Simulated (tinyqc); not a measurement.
# Strained alloy layer of GaSb and GaAs on (001) InP, model-solid band line-up: gaps, strain and offsets against composition

The layer is x parts of the first compound and 1 - x of the second, grown coherently on the third as substrate and barrier. Rows of the table: lattice constant a, average valence level Ea on an absolute scale, spin-orbit splitting so, gaps at Gamma, X and L, hydrostatic deformation potentials av and ac (Gamma), shear potential b, elastic constants, electron and heavy-hole (along z) masses. All are interpolated linearly in x; gaps get -C x (1 - x), taken wholly in the conduction band; real line-ups can differ from this model by 0.1 eV or more.

In-plane strain e = (a_substrate - a)/a, e_z = -2 (c12/c11) e, volume change 2 e + e_z. With v = 2 e + e_z and d = 2 b (e_z - e): Eav = Ea + av v; E_hh = Eav + so/3 - d/2; E_lh = Eav - so/6 + d/4 + sqrt(so^2 + so d + 9 d^2/4)/2; E_c = Ea + so/3 + EG + ac v (Gamma). Substrate: E_v = Ea + so/3, E_c = E_v + EG. Well depths: dEc = E_c(substrate) - E_c, dEhh = E_hh - E_v(substrate), dElh likewise; strained Gamma gap E_c - max(E_hh, E_lh); positive values confine carriers in the layer. Matthews-Blakeslee for 60-degree dislocations in a single layer: hc = k (ln(hc/bv) + 1), k = bv (1 - nu/4)/(4 pi |e| (1 + nu)), nu = c12/(c11 + c12), bv = a/sqrt(2); the larger root. The valence offset is the larger of dEhh and dElh; a dash marks |e| under 0.02 % or no root.

Values chosen for this exercise:
```
symbol,value,unit,meaning
CG,1.43,eV,bowing of the Gamma gap
CX,1.2,eV,bowing of the X gap
CL,1.2,eV,bowing of the L gap
```

Binary compounds, values chosen for the exercise:
```
,close to GaSb,close to GaAs,close to InP
a (angstrom),6.096,5.653,5.869
Ea (eV),-6.25,-6.92,-7.04
so (eV),0.756,0.335,0.11
EG (eV),0.721,1.41,1.36
EX (eV),1.04,1.89,2.18
EL (eV),0.821,1.71,1.92
av (eV),0.799,1.17,1.28
ac (eV),-6.81,-7.25,-5.05
b (eV),-1.99,-1.69,-1.69
c11 (GPa),88.6,117,100
c12 (GPa),39.7,54.2,55.5
me (m0),0.039,0.0673,0.0805
mh (m0),0.246,0.355,0.53
```

Gaps, strain and offsets against composition:
```
x,e (%),relaxed Gamma gap (eV),lower of X and L gaps (eV),strained Gamma gap (eV),E_hh - E_lh (meV),dEc (eV),valence offset (eV),hc (nm)
0.25,1.8261,0.96962,1.2628,0.73091,-138.61,0.13355,0.49554,4.12
0.31,1.3586,0.89053,1.1777,0.71575,-101.27,0.12776,0.51649,6.26
0.38,0.81871,0.81127,1.0895,0.70798,-59.669,0.10861,0.54341,12.3
0.44,0.36047,0.75449,1.0232,0.70979,-25.750,0.081559,0.56866,34.8
0.5,-0.093625,0.70800,0.96550,0.71286,6.5524,0.044682,0.60246,174
0.56,-0.54363,0.67181,0.91648,0.69963,37.268,-0.0020337,0.66240,21.1
0.62,-0.98960,0.64591,0.87610,0.69588,66.458,-0.058598,0.72272,9.84
0.69,-1.5049,0.62871,0.83991,0.70350,98.703,-0.13705,0.79356,5.62
0.75,-1.9423,0.62513,0.81825,0.72033,124.91,-0.21499,0.85466,3.94
```

The relaxed Gamma gap falls from 0.970 to 0.625 eV and the strained one moves up and down between 0.696 and 0.731 eV. The lattice matches the substrate at x = 0.488; the heavy hole is on top where the layer is compressed (e < 0) and the light hole where it is stretched. dEc falls from 0.134 to -0.215 eV and the valence offset rises from 0.496 to 0.855 eV. At the largest strain listed, -1.94 %, strain changes the gap by 95.2 meV.

tinyqc, about 0.01 s, one thread, Intel Xeon 2.30GHz (shared host): `OMP_NUM_THREADS=1 python tinyqc.py 2690042 2690043 out.jsonl`
